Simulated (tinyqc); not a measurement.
A log to judge: two-valley model of the transferred-electron effect. Computed by tinyqc. Command: `OMP_NUM_THREADS=1 python tinyqc.py 3024336 3024337 out.jsonl gunn walk`. One thread of a shared host (Intel(R) Xeon(R) Processor @ 2.30GHz), about 0.01 s of CPU time with the checks.

Both kinds of valley share one electron temperature T_e, and each has a constant mobility.

Inputs (values chosen for the exercise, modelled on In0.53Ga0.47As):
```
quantity                       value        unit
central-valley mass m1         0.042         m_0
satellite-valley mass m2        0.25         m_0
satellite valleys Z                4           -
valley separation dE            0.58          eV
central-valley mobility mu1    10000  cm^2/(V s)
satellite-valley mobility mu2    210  cm^2/(V s)
energy relaxation time tau_E     1.5          ps
lattice temperature T            150           K
electric field F                  10       kV/cm
mixing                             1           -
iteration cap                     50           -
```

Solver: damped fixed point.

Constants: k_B = 8.617333262e-05 eV/K.

Method. Density-of-states ratio R = Z (m2/m1)^(3/2); n2/n1 = R exp(-dE/(k_B T_e)); mean mobility mu = (mu1 + mu2 n2/n1)/(1 + n2/n1); energy balance e mu F^2 = (3/2) k_B (T_e - T)/tau_E; v = mu F. Fixed point from T_e = T: T_out = T + (2/3) e mu(T_e) F^2 tau_E/k_B, T_new = T_e + mixing (T_out - T_e); stop when |T_out - T_e| is below 1e-6 K.

Course of the iteration:
```
iteration  T_e (K)  mu (cm^2/(V s))  |T_out - T_e| (K)
1            150.0          10000.0            11604.5
2          11754.5            499.9            11024.4
3            730.2           9943.9            10959.3
4          11689.4            500.8            10958.2
5            731.2           9943.2            10957.4
6          11688.6            500.8            10957.3
7            731.2           9943.1            10957.3
...            ...              ...                ...
44         11688.5            500.8            10957.3
45           731.2           9943.1            10957.3
46         11688.5            500.8            10957.3
47           731.2           9943.1            10957.3
48         11688.5            500.8            10957.3
49           731.2           9943.1            10957.3
50         11688.5            500.8            10957.3
```

Can the last value be used, and what does the course show?

No. Not converged within 50 iterations: the residual has stopped falling and repeats with period one or two: the iteration swings between two states. T_e jumps up and down: T_out falls steeply as T_e rises, since hot electrons move to the slow valleys, and this mixing overshoots. Reruns converge with mixing = 0.1, iteration cap = 600; or with mixing = 0.03, iteration cap = 600; or with solver = bisection, iteration cap = 600.
